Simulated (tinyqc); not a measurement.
Virtual-crystal alloy A(1-x)B(x) in sp3s* tight binding, step by step. Values are carried at full precision from step to step, so a last printed digit may differ when a step is redone from the rounded ones.

Virtual crystal: a(x) = (1 - x) aA + x aB (Vegard); the six levels are averaged linearly; the seven couplings follow Harrison's rule, V(x) a(x)^2 = (1 - x) V_A aA^2 + x V_B aB^2. No spin-orbit coupling and no disorder. Gaps are measured from the top of the valence band at Gamma; the Delta value is the minimum on (kx,0,0) for kx from 0.5 to 1.

Inputs chosen for the exercise (A near a published set for Si, B for Ge; such sets place X and L only to about 0.5 eV; shifted at random, so the results belong to these values and not to a real crystal):
```
symbol  value                                                                                           unit      meaning
aA      5.435                                                                                           angstrom  lattice constant of A
aB      5.659                                                                                           angstrom  of B
pA      (-4.213, 1.711, -4.213, 1.711, 6.693, 6.693, -8.283, 1.717, 4.564, 5.72, 5.72, 5.386, 5.386)    eV        order Esa, Epa, Esc, Epc, Exa, Exc, Vss, Vxx, Vxy, Vsapc, Vscpa, Vxapc, Vpaxc
pB      (-5.882, 1.605, -5.882, 1.605, 6.413, 6.413, -6.801, 1.615, 4.903, 5.453, 5.453, 5.234, 5.234)  eV        the same for B
x       0.38                                                                                                      fraction of B
```

## Parameters of the alloy

Form a(x) and the thirteen parameters.

a(x) = 5.5201 angstrom

parameters (eV): Esa -4.8472, Epa 1.6707, Esc -4.8472, Epc 1.6707, Exa 6.5866, Exc 6.5866, Vss -7.6944, Vxx 1.6769, Vxy 4.7012, Vsapc 5.6156, Vscpa 5.6156, Vxapc 5.3274, Vpaxc 5.3274

Against a plain linear average the 1/a^2 rule changes Vss by +25.5 meV and Vxy by +8.3 meV.

## Levels at Gamma

The parameters stand in the order Esa, Epa, Esc, Epc, Exa, Exc, Vss, Vxx, Vxy, Vsapc, Vscpa, Vxapc, Vpaxc. At k = 0 the s levels are the roots of [[Esa, Vss], [Vss, Esc]] and the p levels those of [[Epa, Vxx], [Vxx, Epc]]; the direct gap runs from the lower p root to the lower of the two upper roots.

s roots (eV): [-12.5416, 2.8471]

p roots (eV): [-0.0062, 3.3477]

direct gap = 2.8534 eV

The lowest empty level at Gamma is s-like.

## The Hamiltonian at X

sp3s* tight binding, nearest neighbours only: anion (a) at 0, cation (c) at a/4 (1,1,1), orbitals s, px, py, pz, s* on each; k in units of 2 pi/a. With phases e_j = exp(i (pi/2) k.n_j) for n = (1,1,1), (1,-1,-1), (-1,1,-1), (-1,-1,1): g0 = (e1+e2+e3+e4)/4, g1 = (e1+e2-e3-e4)/4, g2 = (e1-e2+e3-e4)/4, g3 = (e1-e2-e3+e4)/4. The diagonal holds the levels Esa, Epa, Exa (s*) and Esc, Epc, Exc. Anion-cation block: <sa|sc> = Vss g0; <sa|xc> = Vsapc g1; <xa|sc> = -Vscpa g1; <xa|xc> = Vxx g0; <xa|yc> = <ya|xc> = Vxy g3, <xa|zc> = <za|xc> = Vxy g2, <ya|zc> = <za|yc> = Vxy g1; <s*a|xc> = Vxapc g1; <xa|s*c> = -Vpaxc g1; y and z take g2 and g3 in place of g1; s-s* and s*-s* vanish.

k = (1,0,0); parameters in the order Esa, Epa, Esc, Epc, Exa, Exc, Vss, Vxx, Vxy, Vsapc, Vscpa, Vxapc, Vpaxc.

g0, g1, g2, g3: [0.0000, 1.0000i, 0.0000, 0.0000]

H (eV), rows sa, xa, ya, za, s*a, sc, xc, yc, zc, s*c and columns alike:
```
[[-4.8472, 0, 0, 0, 0, 0, 5.6156i, 0, 0, 0],
 [0, 1.6707, 0, 0, 0, -5.6156i, 0, 0, 0, -5.3274i],
 [0, 0, 1.6707, 0, 0, 0, 0, 0, 4.7012i, 0],
 [0, 0, 0, 1.6707, 0, 0, 0, 4.7012i, 0, 0],
 [0, 0, 0, 0, 6.5866, 0, 5.3274i, 0, 0, 0],
 [0, 5.6156i, 0, 0, 0, -4.8472, 0, 0, 0, 0],
 [-5.6156i, 0, 0, 0, -5.3274i, 0, 1.6707, 0, 0, 0],
 [0, 0, 0, -4.7012i, 0, 0, 0, 1.6707, 0, 0],
 [0, 0, -4.7012i, 0, 0, 0, 0, 0, 1.6707, 0],
 [0, 5.3274i, 0, 0, 0, 0, 0, 0, 0, 6.5866]]
```

## Levels at X

Diagonalise H; four bands are filled. The top of the valence band is the lower p root at Gamma.

levels (eV): [-8.6003, -8.6003, -3.0304, -3.0304, 1.3463, 1.3463, 6.3719, 6.3719, 10.6641, 10.6641]

gap from the valence top to X = 1.3525 eV

## The three valleys

The same at Gamma, along Delta and at L.

gaps (eV): Gamma 2.8534, Delta 1.0235, L 1.8078

position of the Delta minimum = 0.759 2 pi/a

In this model the alloy is indirect, with its lowest valley at the Delta line and the next 784 meV above. The bowing from disorder and bond relaxation, left out here, lowers real gaps, by tenths of an eV in badly matched pairs.

## Checks

- Direct gap from the blocks against the full matrix: both 2.85335.

(tinyqc, `OMP_NUM_THREADS=1 python tinyqc.py 1480733 1480734 out.jsonl`, Intel(R) Xeon(R) Processor @ 2.30GHz, 1 thread, shared host, about 0.06 s.)
